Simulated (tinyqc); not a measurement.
Harmonic frequencies on the UHF/sto-3g surface (energies and gradients from PySCF), for BeH, spin multiplicity 2, step by step. Computed by tinyqc, a small Python program that keeps every step (integrals from PySCF). Settings: charge = 0, multiplicity = 2, basis = sto-3g, delta = 0.01. Command: `OMP_NUM_THREADS=1 python tinyqc.py 24988 24989 out.jsonl` (the two numbers bound the seeds that draw the settings). One thread of a shared host (Intel(R) Xeon(R) Processor @ 2.60GHz), about 2 s of CPU time with the checks.

## One row of the Hessian: 1Bez

optimised positions (bohr):
```
,x,y,z
1Be,0.000000,0.000000,-0.118487
2H,0.000000,0.000000,2.340805
```

gradient at +delta (hartree/bohr):
```
,x,y,z
1Be,0.00000000,0.00000000,0.00227044
2H,0.00000000,0.00000000,-0.00227044
```

gradient at -delta (hartree/bohr):
```
,x,y,z
1Be,0.00000000,0.00000000,-0.00221365
2H,0.00000000,0.00000000,0.00221365
```

Displace 1Bez by +/-0.01 bohr; H(k, :) = (g(+) - g(-)) / (2 delta).

row of the Hessian (hartree/bohr^2): 1Bex 0.00000000, 1Bey 0.00000000, 1Bez 0.22420451, 2Hx 0.00000000, 2Hy 0.00000000, 2Hz -0.22420451

## Hessian by finite differences

All rows are made in the same way, and the matrix is symmetrised.

Hessian (symmetrised) (hartree/bohr^2), lower triangle:
```
,1Bex,1Bey,1Bez,2Hx,2Hy,2Hz
1Bex,-0.00000079
1Bey,0.00000000,-0.00000079
1Bez,0.00000000,0.00000000,0.22420451
2Hx,0.00000079,0.00000000,0.00000000,-0.00000079
2Hy,0.00000000,0.00000079,0.00000000,0.00000000,-0.00000079
2Hz,0.00000000,0.00000000,-0.22420451,0.00000000,0.00000000,0.22420451
```

## Normal modes

masses (u): 1Be 9.012182, 2H 1.007825

Diagonalise H_ij / sqrt(m_i m_j); the 5 smallest eigenvalues belong to translations and rotations; wavenumber = sqrt(eigenvalue / 1822.888) x 219474.63; each mode has its largest component positive (the first on a tie); zero-point energy = sum of wavenumbers / 2, with 349.755 1/cm per kcal/mol.

eigenvalues of the mass-weighted Hessian (hartree/(bohr^2 u)): -0.000001  -0.000001  0.000000  0.000000  0.000000  0.247342

harmonic wavenumbers of the vibrations (1/cm): 2556.5

mass-weighted modes:
```
,mode 1
1Bex,0.000000
1Bey,0.000000
1Bez,-0.317145
2Hx,0.000000
2Hy,0.000000
2Hz,0.948377
```

zero-point energy = 3.654760 kcal/mol
